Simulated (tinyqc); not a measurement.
Landau coefficient from the swing.

Question. Below threshold and near Q = 0, a ferroelectric film of thickness tf changes the swing n Vt ln 10 by the factor 1 + 2 al tf Cp, and al = -3 sqrt(3) Ec/(4 Pr) (1 nm times 1 kV/cm is 1e-4 V). Find n, al and Pr.

Inputs (values chosen for the exercise): temperature T = 300 K; coercive field Ec = 800 kV/cm; overlap capacitance per gate area Cp = 0.59 uF/cm^2.

Constants: q = 1.602176634e-19 C, kB = 1.380649e-23 J/K, Vt = kB T/q. Results are converted to the units shown.

swing without the film and with tf = 9.8 nm (mV/decade): 69.050658  59.830353

Answer. The first swing gives n, the ratio of the two gives al, and Ec then gives Pr.

n = 1.160
al = -115.5 kV cm/uC
Pr = 9.000 uC/cm^2

Numbers from tinyqc (`OMP_NUM_THREADS=1 python tinyqc.py 2860129 2860130 out.jsonl`; about 0.04 s on one thread of a shared Intel Xeon 2.30GHz).
